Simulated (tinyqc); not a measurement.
## p-type polysilicon, carrier trapping at grain boundaries: effect of the doping

One-dimensional grains of size Lg, uniform ionised doping N, monovalent traps Qt at each boundary at a depth Et below (for electrons) or above (for holes) the band edge there, abrupt depletion of width W on each side of a boundary, Boltzmann statistics. xi is the distance from the band edge at the grain centre to the Fermi level. Trapped charge Qt/(1 + exp((xi + VB - Et)/Vt)) = 2 N W, barrier VB = q N W^2/(2 eps0 eps_r).

If the trap equation with xi = Vt ln(NB/N) has a root W < Lg/2, the grain is partly depleted; otherwise W = Lg/2 and the trap equation gives xi = Et - VB + Vt ln(Qt/(N Lg) - 1). N* = Qt/Lg. n0 = NB exp(-xi/Vt); mean density n0 (1 - 2 W/Lg) by charge balance in a partly depleted grain, and n0 (sqrt(pi)/2) erf(u)/u with u = sqrt(VB/Vt) in a fully depleted one; v = sqrt(kB T/(2 pi ms m0)); barrier resistivity Vt exp(VB/Vt)/(q fe n0 v Lg); grain resistivity (1 - 2 W/Lg)/(q n0 mug); effective mobility 1/(q mean density total resistivity). Rows with xi above 0.45 V, towards mid-gap, are left out, since the other carrier type is ignored.

Inputs (values chosen for the exercise); values of the order met in polycrystalline silicon:
- T = 350 K (temperature)
- eps_r = 11.7 (relative permittivity)
- NB = 3.34e19 cm^-3 (valence-band density of states at T)
- Lg = 120 nm (grain size)
- Qt = 5.2e11 cm^-2 (trap density of a grain boundary)
- Et = 0.43 eV (depth of the trap level from the majority band edge at the boundary)
- ms = 0.44 m0 (mass for thermionic emission)
- fe = 0.25 (correction factor of the emission rate)
- mug = 59 cm^2/(V s) (mobility inside the grains)

Constants: q = 1.602176634e-19 C, kB = 1.380649e-23 J/K, m0 = 9.1093837015e-31 kg, Vt = kB T/q, eps0 = 8.8541878128e-14 F/cm where lengths are in cm. Results are converted to the units shown.

Effect of the doping:

| N (cm^-3) | N/N* | depleted share 2 W/Lg | VB (V) | xi (V) | mean density (cm^-3) | resistivity (ohm cm) | effective mobility (cm^2/(V s)) |
|---|---|---|---|---|---|---|---|
| 9.6e15 | 0.22154 | 1.0000 | 0.026725 | 0.44118 | 1.1403e13 | 2343.5 | 233.56 |
| 2e16 | 0.46154 | 1.0000 | 0.055677 | 0.37897 | 7.1912e13 | 778.08 | 111.55 |
| 4.2e16 | 0.96923 | 1.0000 | 0.11692 | 0.20902 | 1.4619e16 | 21.172 | 20.165 |
| 8.9e16 | 2.0538 | 0.48607 | 0.058539 | 0.17878 | 4.5739e16 | 1.7319 | 78.790 |
| 1.9e17 | 4.3846 | 0.22801 | 0.027498 | 0.15591 | 1.4668e17 | 0.61746 | 68.915 |
| 3.9e17 | 9.0000 | 0.11110 | 0.013401 | 0.13422 | 3.4667e17 | 0.29840 | 60.337 |
| 8.2e17 | 18.923 | 0.052844 | 0.0063746 | 0.11181 | 7.7667e17 | 0.14377 | 55.895 |
| 1.7e18 | 39.231 | 0.025490 | 0.0030749 | 0.089816 | 1.6567e18 | 0.069973 | 53.842 |

What does the comparison show, and why?

As N goes from 9.6e15 to 1.7e18, VB goes from 0.0267 through a maximum of 0.117 (at N = 4.2e16 among the rows listed) to 0.00307 V, the resistivity falls from 2340 to 0.0700 ohm cm and the effective mobility moves up and down between 20.2 and 234 cm^2/(V s). The steepest fall of the resistivity among the rows, as N^(-4.9), lies between N = 2e16 and 4.2e16 cm^-3; N* = 4.33e16 cm^-3. While the grain is fully depleted VB grows as N; once the traps are full it falls as 1/N. For N = 9.6e15, 1.9e17, 3.9e17, 8.2e17, 1.7e18 VB is below Vt, where abrupt depletion and thermionic emission are rough. For N = 4.2e16 the grain is near the changeover between partial and full depletion, within a few Debye lengths, where both limits are rough. For N = 9.6e15, 2e16, 8.9e16, 1.9e17, 3.9e17 the effective mobility exceeds mug, since drift through the depleted part of the grain is left out.

Program tinyqc, `OMP_NUM_THREADS=1 python tinyqc.py 2830239 2830240 out.jsonl`; Intel Xeon 2.30GHz, shared host, one thread, about 0.01 s.
